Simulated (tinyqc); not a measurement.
# From [HF2] back to K2 = [HF2]/([HF][F])

Model: speciation in dilute and buffered hydrofluoric acid, oxide etch rate and bath loading. Computed by tinyqc, a small Python program. Command: `OMP_NUM_THREADS=1 python tinyqc.py 3120711 3120712 out.jsonl hfetch inv`. One thread of a shared host (Intel(R) Xeon(R) Processor @ 2.30GHz), about 0.01 s of CPU time with the checks.

Concentrations stand for activities, NH4+ and Cl- are spectators, and water ionisation is neglected. H, F and HF2 denote the ions H+, F- and HF2-. The base temperature is 298 K.

Inputs (values chosen for the exercise, of the order of those for thermal oxide at room temperature):
```
quantity               value   unit
HF added                0.12  mol/L
NH4F added                 0  mol/L
HCl added                  0  mol/L
K1 = [H][F]/[HF]    0.000743  mol/L
K3 = [H2F2]/[HF]^2      2.38  L/mol
```

Method. Fluoride balance: [HF] + [F] + 2 [HF2] + 2 [H2F2] = HF added + NH4F added. Acid balance: [H] + [HF] + [HF2] + 2 [H2F2] = HF added + HCl added. For a trial [H], [HF] = [H][F]/K1, and the fluoride balance is a quadratic in [F]. The root is refined to 1e-13 in pH = -log10 [H].

Task: A run gave the result below. Find the K2 = [HF2]/([HF][F]), known to lie between 2 and 5.8 L/mol.

[HF2] = 0.001803373 mol/L

Result:

Each step takes the trial c = (a f_b - b f_a)/(f_b - f_a), f being the result less the target and a, b, c the logarithms of the listed values; c replaces end b, the old b replaces a if the sign of f changed, and otherwise f_a is halved.

Scan of the range:
```
K2 = [HF2]/([HF][F]) (L/mol)  [HF2] (mol/L)
2.00                             0.00114630
2.39                             0.00134765
2.85                             0.00157732
3.41                             0.00184634
4.07                             0.00214974
4.86                             0.00249533
5.80                             0.00288428
```

False position (Illinois rule, in the logarithm of the input) inside the bracket:
```
step    end a    end b    trial  [HF2] (mol/L)
1     2.85000  3.41000  3.31369     0.00180086
2     3.41000  3.31369  3.31895     0.00180335
3     3.41000  3.31895  3.31905     0.00180340
4     3.31895  3.31905  3.31900     0.00180337
```

[HF2] rises at every point of a 13-point scan of the range (every second point is shown), so one value fits; it is bracketed by 2.85 and 3.41. Answer: K2 = [HF2]/([HF][F]) = 3.319 L/mol.
